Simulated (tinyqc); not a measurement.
What moves the results: thin-film optics by transfer matrices. A value that a table varies takes the place of the one given here.

Indices N = n + i k. Snell: N0 sin(theta) = N_j sin(theta_j), with Im(N_j cos theta_j) >= 0. Admittance y_j = N_j cos theta_j for s and N_j/cos theta_j for p. Phase delta_j = 2 pi N_j cos theta_j d_j/lambda. Layer matrix [[cos delta, -i sin delta/y], [-i y sin delta, cos delta]], multiplied from the top down to M. (B, C) = M (1, y_sub); r = (y0 B - C)/(y0 B + C), R = |r|^2, T = 4 Re y0 Re y_sub/|y0 B + C|^2, absorbed in the films 1 - R - T.

Ellipsometry: rho = tan(Psi) exp(i Delta) = -conj(r_p/r_s) with the r of the admittance formula, Delta in 0 to 360 degrees, so that a bare dielectric at small angles gives Delta = 180.

Parameters, chosen for this exercise (indices near those of Si3N4 on Si; shifted at random, so the results belong to these values and not to a real crystal):
- lam = 193 nm (vacuum wavelength)
- n0 = 1.44 (ambient index)
- n = (2.641, 0.897) (n of Si3N4, substrate)
- k = (0.271, 2.873) (k in the same order)
- d = (33.8) nm (thicknesses, top first)
- theta = 45 degrees (angle of incidence)
- pol = s (polarisation)

## Swing curve: thickness of the top film

The first entry of d takes the values listed.

Stack:

| d_1 (nm) | R | T | absorbed |
|---|---|---|---|
| 33.8 | 0.4582 | 0.1297 | 0.4121 |
| 40.4 | 0.3311 | 0.1435 | 0.5254 |
| 47.0 | 0.1054 | 0.1585 | 0.7361 |
| 53.6 | 0.0459 | 0.1366 | 0.8175 |
| 60.2 | 0.1758 | 0.0997 | 0.7245 |
| 66.8 | 0.2837 | 0.0774 | 0.6389 |
| 73.4 | 0.2990 | 0.0692 | 0.6318 |
| 80.0 | 0.2252 | 0.0684 | 0.7064 |
| 86.5 | 0.1261 | 0.0667 | 0.8072 |
| 93.1 | 0.1041 | 0.0583 | 0.8376 |
| 99.7 | 0.1636 | 0.0472 | 0.7892 |
| 106.3 | 0.2213 | 0.0390 | 0.7397 |
| 112.9 | 0.2307 | 0.0346 | 0.7346 |

R swings between 0.0459 and 0.4582 on these points. The period is lambda/(2 Re(N_1 cos theta_1)) = 39.6 nm, six rows. The swing shrinks from 0.4123 in the first period to 0.1949 in the second, as the film absorbs the wave that returns from below. The swing ratio (max - min)/mean is 1.93.

## Angle of incidence

Both polarisations.

Stack:

| theta (degrees) | R_s | R_p | Psi | Delta |
|---|---|---|---|---|
| 0 | 0.3386 | 0.3386 | 45.00 | 180.00 |
| 15 | 0.3528 | 0.3295 | 44.02 | 177.68 |
| 30 | 0.3935 | 0.2989 | 41.07 | 171.57 |
| 45 | 0.4582 | 0.2375 | 35.75 | 163.42 |
| 55 | 0.5184 | 0.1735 | 30.05 | 156.92 |
| 60 | 0.5565 | 0.1342 | 26.15 | 152.55 |
| 65 | 0.6019 | 0.0917 | 21.32 | 145.83 |
| 70 | 0.6565 | 0.0510 | 15.58 | 132.28 |
| 75 | 0.7223 | 0.0258 | 10.70 | 95.78 |
| 80 | 0.8009 | 0.0537 | 14.51 | 38.76 |
| 85 | 0.8935 | 0.2475 | 27.76 | 12.75 |

R_s and R_p agree at normal incidence (0.3386). R_p is lowest at 75 degrees of those listed (0.0258), where R_s = 0.7223; the top film absorbs, so there is only a pseudo-Brewster minimum. R_s rises steadily with the angle.

## Sensitivity of the reflectance

R for both polarisations. Each row changes one parameter from the base and keeps the others.

Results:

| case | R_s | R_p | T_s |
|---|---|---|---|
| base | 0.4582 | 0.2375 | 0.1297 |
| d = (38.8) nm | 0.3760 | 0.1666 | 0.1386 |
| n = (2.694, 0.897) | 0.4635 | 0.2389 | 0.1311 |
| k = (0.271, 3.17) | 0.4682 | 0.2513 | 0.1178 |
| lam = 198 nm | 0.4635 | 0.2448 | 0.1295 |
| theta = 50 degrees | 0.4861 | 0.2080 | 0.1181 |

The largest shifts from the base row, up to three for each result and ties (the steps differ in size, so this ranks the rows, not the parameters). R_s: d -0.0822, theta +0.0279, k +0.0100. R_p: d -0.0709, theta -0.0295, k +0.0139. T_s: k -0.0119, theta -0.0116, d +0.0089.

Program tinyqc; command `OMP_NUM_THREADS=1 python tinyqc.py 1680045 1680046 out.jsonl`; about 0.01 s on one thread of a shared Intel(R) Xeon(R) Processor @ 2.30GHz.
